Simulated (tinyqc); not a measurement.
Chemical vapour deposition: Grove model, boundary layer, depletion and step coverage: one step, computed by the program tinyqc. Command: `OMP_NUM_THREADS=1 python tinyqc.py 3016141 3016142 out.jsonl cvd walk`. One thread of a shared host (Intel(R) Xeon(R) Processor @ 2.30GHz), about 0.01 s of CPU time with the checks.

A precursor diffuses to the surface and reacts there at first order; each molecule that reacts adds one formula unit of film.

Task: Step coverage in a trench. In a long trench of width w and depth l = aspect ratio x w: Knudsen diffusivity D_K = (2w) c/3 (hydraulic diameter 2w), combined as 1/D_e = 1/D_K + 1/D; D_e d2C/dz2 = 2 k_s C/w with D_e dC/dz = -k_s C at the floor. With m = sqrt(2 k_s/(w D_e)): C(floor)/C(top) = 1/[cosh(m l) + (k_s/(D_e m)) sinh(m l)].

Inputs (values chosen for the exercise, close to those used for silicon nitride (counted as SiN4/3)): temperature T = 740 C; trench width w = 0.11 um; aspect ratio of the trench = 130.

Reactor: wafer stack, low pressure.

mean speed c = 46085.40 cm/s

gas diffusivity D = 30890.46 cm^2/s

surface rate constant k_s = 0.3261577 cm/s

Give: Knudsen diffusivity D_K; effective diffusivity D_e; modulus m l; step coverage.

Result:

Knudsen diffusivity D_K = 0.3380 cm^2/s

effective diffusivity D_e = 0.3380 cm^2/s

modulus m l = 0.5990

step coverage = 0.8430

Caution: the hydraulic-diameter form of D_K is rough for a slit.
